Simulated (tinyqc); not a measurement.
MOSFET in the linear regime without short-channel effects, parameter extraction from computed curves: extraction methods against the temperature.

Inversion charge Q = Cox n Vt W0(exp((Vg - VT)/(n Vt))), W0 the Lambert function and n = nf; u = Q/Cox; mobility mu = mu0/(1 + th1 u + th2 u^2); channel resistance Rch = (L - dL)/(W mu Q); Id = Vd/(Rch + Rsd/W). Cox = eps0 eox/tox. Small Vd, no channel-length or drain effects.

From the continuous curve Id(Vg): tangent at peak gm (V_ext = Vg - Id/gm); constant current Id = 0.1 uA W/L; peak of d2Id/dVg2; Y = Id/sqrt(gm) drawn through Vg = VT + 0.6 and VT + 0.8 V, with intercept VT_Y and slope s. Mobilities gm,max L/(W Cox Vd) and s^2 L/(W Cox Vd) with the drawn L. Last column: share of Rsd/W in the total resistance at VT + 0.8 V.

Values chosen for this exercise; channel values of the order met in silicon transistors:
```
symbol  value        unit                                                                 meaning
eox       3.9              relative permittivity of the gate insulator (close to silicon dioxide)
tox       2.8          nm                                                     insulator thickness
mu0       220  cm^2/(V s)                                                      low-field mobility
th1      0.73         1/V                                       first mobility attenuation factor
th2      0.21       1/V^2                                      second mobility attenuation factor
VT       0.68           V                                                       threshold voltage
nf       1.31                                                                         body factor
W          10          um                                                              gate width
L        0.35          um                                                       drawn gate length
dL      0.005          um                                             drawn less effective length
Rsd       330      ohm um                                            source plus drain resistance
Vd       0.05           V                                                           drain voltage
```

Constants: q = 1.602176634e-19 C, kB = 1.380649e-23 J/K, Vt = kB T/q, eps0 = 8.8541878128e-14 F/cm where lengths are in cm. Results are converted to the units shown.

Extraction methods against the temperature:

| T (K) | V_ext (V) | constant current (V) | second derivative (V) | VT_Y (V) | mobility from gm (cm^2/(V s)) | mobility from Y (cm^2/(V s)) | series share (%) |
|---|---|---|---|---|---|---|---|
| 77 | 0.684 | 0.686 | 0.678 | 0.766 | 173 | 292 | 10.5 |
| 110 | 0.683 | 0.681 | 0.676 | 0.769 | 165 | 286 | 10.5 |
| 150 | 0.681 | 0.673 | 0.675 | 0.772 | 158 | 279 | 10.4 |
| 220 | 0.677 | 0.657 | 0.671 | 0.775 | 147 | 267 | 10.2 |
| 300 | 0.670 | 0.635 | 0.667 | 0.776 | 138 | 256 | 10.1 |
| 370 | 0.662 | 0.615 | 0.662 | 0.775 | 131 | 246 | 9.99 |
| 450 | 0.653 | 0.589 | 0.656 | 0.772 | 125 | 236 | 9.89 |

The model has VT = 0.68 V and mu0 = 220 cm^2/(V s). Over the table the extracted thresholds move by 31 mV (tangent), 97 mV (constant current), 21 mV (second derivative), 9.8 mV (Y function). The mobility from gm falls from 173 to 125 and that from Y falls from 292 to 236 cm^2/(V s).

tinyqc, about 0.01 s, one thread, Intel Xeon 2.30GHz (shared host): `OMP_NUM_THREADS=1 python tinyqc.py 2210148 2210149 out.jsonl`
